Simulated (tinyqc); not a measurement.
Closable height against the size of the gap: wafer bonding and layer transfer: bond energy, gap closing, particles, bonding of dissimilar wafers and hydrogen blisters. Computed by tinyqc, a small Python program. Command: `OMP_NUM_THREADS=1 python tinyqc.py 3017858 3017859 out.jsonl bond walk`. One thread of a shared host (Intel(R) Xeon(R) Processor @ 2.30GHz), about 0.01 s of CPU time with the checks.

gamma is the energy per area of each of the two surfaces; plates are isotropic.

Inputs (values chosen for the exercise, with wafer 1 close to silicon):
```
quantity             value        unit
Young's modulus E1     151         GPa
Young's modulus E2     107         GPa
Poisson ratio nu      0.26           -
thickness t1           300  micrometre
thickness t2           350  micrometre
blade thickness t_b     80  micrometre
crack length L        8.27          mm
```

Pair: two different wafers.

Method. Two cantilevers opened by t_b: gamma = 3 t_b^2 E1 t1^3 E2 t2^3/(16 L^4 (E1 t1^3 + E2 t2^3)). E' = E1/(1 - nu^2), equal wafers of thickness t1 assumed. A gap of radius R closes if h_g < h_c: h_c = R^2/sqrt((2/3) E' t1^3/gamma) for R > 2 t1 (plate bending), h_c = 3.6 sqrt(R gamma/E') for R < 2 t1 (local deformation).

bond energy gamma = 0.553781 J/m^2

Gap closing:
```
R (mm)    regime    h_c (nm)  slope h_c/R
1.00e-04   local  2.1052e+00     0.021052
1.00e-03   local  6.6571e+00     0.006657
1.00e-02   local  2.1052e+01     0.002105
1.00e-01   local  6.6571e+01     0.000666
5.00e-01   local  1.4886e+02     0.000298
2.00e+00   plate  1.7434e+03     0.000872
5.00e+00   plate  1.0896e+04     0.002179
2.00e+01   plate  1.7434e+05     0.008717
5.00e+01   plate  1.0896e+06     0.021793
```

What does the comparison show, and why?

Roughness of 100 nm scale may be 2.1 nm in half height, waviness of radius 5 cm as much as 1100 micrometre: h_c goes as R^(1/2) when the wafer deforms locally and as R^2 when it bends. The allowed slope is least near R = 2 t1, so defects about 4 t1 wide are the hardest to close; bow matters little.

Extremes, crossings and ranges named in words are read from the listed rows.
